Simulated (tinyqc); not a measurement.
CIS on RHF in the 6-311g basis, for H2, spin multiplicity 1, step by step. One step of it, computed by the program tinyqc.

Question. CIS triplet states. Diagonalise A (1 hartree = 27.211386 eV); each vector has its largest component positive (the first on a tie).

CIS matrix A, triplet (hartree), order 1>2, 1>3, 1>4, 1>5, 1>6:
$$\begin{pmatrix}
0.477199 & 0.000000 & 0.129524 & 0.000000 & 0.022179 \\
0.000000 & 0.560265 & 0.000000 & -0.124239 & 0.000000 \\
0.129524 & 0.000000 & 0.809354 & 0.000000 & -0.157262 \\
0.000000 & -0.124239 & 0.000000 & 2.229475 & 0.000000 \\
0.022179 & 0.000000 & -0.157262 & 0.000000 & 2.816333
\end{pmatrix}$$

Give: triplet excitation energies; lowest vectors.

Answer.

triplet excitation energies (eV): [11.7129, 14.9953, 22.9611, 60.9173, 76.9713]

lowest vectors, order 1>2, 1>3, 1>4, 1>5, 1>6:
$$\begin{pmatrix}
0.9418 & 0.0000 & 0.3361 & 0.0000 & 0.0051 \\
0.0000 & 0.9973 & 0.0000 & -0.0738 & 0.0000 \\
-0.3347 & 0.0000 & 0.9391 & 0.0000 & -0.0773 \\
0.0000 & 0.0738 & 0.0000 & 0.9973 & 0.0000 \\
-0.0308 & 0.0000 & 0.0711 & 0.0000 & 0.9970
\end{pmatrix}$$
